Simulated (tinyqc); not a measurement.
Vacuum evaporation: vapour pressure, source flux, thickness distribution, purity and step coverage: one step, computed by the program tinyqc. Command: `OMP_NUM_THREADS=1 python tinyqc.py 3112630 3112631 out.jsonl evap walk`. One thread of a shared host (Intel(R) Xeon(R) Processor @ 2.30GHz), about 0.01 s of CPU time with the checks.

Molecular flow, unit sticking of the metal, no re-evaporation. The background gas is taken as water vapour (18.015 g/mol, collision diameter 0.37 nm) at 300 K.

Problem. Rate and uniformity on a fixed wafer above the source. A small source emits (n + 1) Phi area cos^n(phi)/(2 pi) per solid angle; on a parallel plane at height h and lateral distance l the arrival rate is (n + 1) Phi area/(2 pi h^2) x (1 + (l/h)^2)^(-(n + 3)/2). Growth rate = arrival rate x m/rho, m = M u. The wafer is fixed and centred above the source.

Inputs (values chosen for the exercise, modelled on silver, with constants for the liquid): molar mass M = 107.87 g/mol; film density rho = 10.5 g/cm^3; source temperature T = 1410 K; source area = 2.9 cm^2; directionality n = 2; source-to-wafer distance h = 17 cm; wafer radius R = 7.5 cm.

flux Phi = 6.064633e+18 1/(cm^2 s)

Constants: u = 1.6605390666e-27 kg.

Give: arrival rate at the centre; growth rate at the centre; edge over centre; non-uniformity (max - min)/(max + min); share of the material that lands on the wafer, 1 - (1 + (R/h)^2)^(-(n + 1)/2).

Solution.

arrival rate at the centre = 2.9057e+16 1/(cm^2 s)

growth rate at the centre = 4.9569 nm/s

edge over centre = 0.64108

non-uniformity (max - min)/(max + min) = 21.871 %

share of the material that lands on the wafer, 1 - (1 + (R/h)^2)^(-(n + 1)/2) = 23.415 %
